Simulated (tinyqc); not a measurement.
CMOS latch-up, two-transistor model: course of the iteration: response to the injected current, once round the loop per iteration.

A parasitic pnp (emitter at Vdd, base shunted by Rw) and npn (emitter at ground, base shunted by Rs) feed each other: the npn collector current flows out of the pnp base node, the pnp collector current into the npn base node. Forward-active transistors with constant gains: Icn = Isn exp(Vn/Vt), Icp = Isp (exp(Vp/Vt) - 1). A current Ii is injected into the npn base node.

Icn = Isn exp(Vn/Vt); Vp solves Vp/Rw + Icp/bp = Icn; Vn(new) solves Vn/Rs + (Isn/bn) exp(Vn/Vt) = Icp + Ii.

Stop when Vn changes by less than 1e-9 V, or after 150 iterations. Vn must stay below 1.1 V.

Inputs (values chosen for the exercise); values close to those of bulk CMOS: temperature T = 300 K; current gain of the npn bn = 18; current gain of the pnp bp = 5.2; saturation current of the npn at T Isn = 4.5e-15 A; saturation current of the pnp at T Isp = 7.7e-15 A; substrate resistance shunting the npn Rs = 700 ohm; well resistance shunting the pnp Rw = 1200 ohm; current injected into the substrate Ii = 0.821 mA.

Constants: q = 1.602176634e-19 C, kB = 1.380649e-23 J/K, Vt = kB T/q. Results are converted to the units shown.

Vn at the start = 0.5 V

Course of the iteration:
```
iteration,Vn (V),|change| (V)
1,0.573933,0.0739
2,0.573933,7.56e-12
```

Did this iteration meet its convergence test, and what does its course show?

Yes. Converged in 2 iterations. The change falls from 0.074 in the first iteration to below the tolerance in the last. An off state exists, since Ii is below the trigger current, the largest Ii that the node equations allow, 0.9542 mA.

Numbers from tinyqc (`OMP_NUM_THREADS=1 python tinyqc.py 2670071 2670072 out.jsonl`; about 0.04 s on one thread of a shared Intel Xeon 2.30GHz).
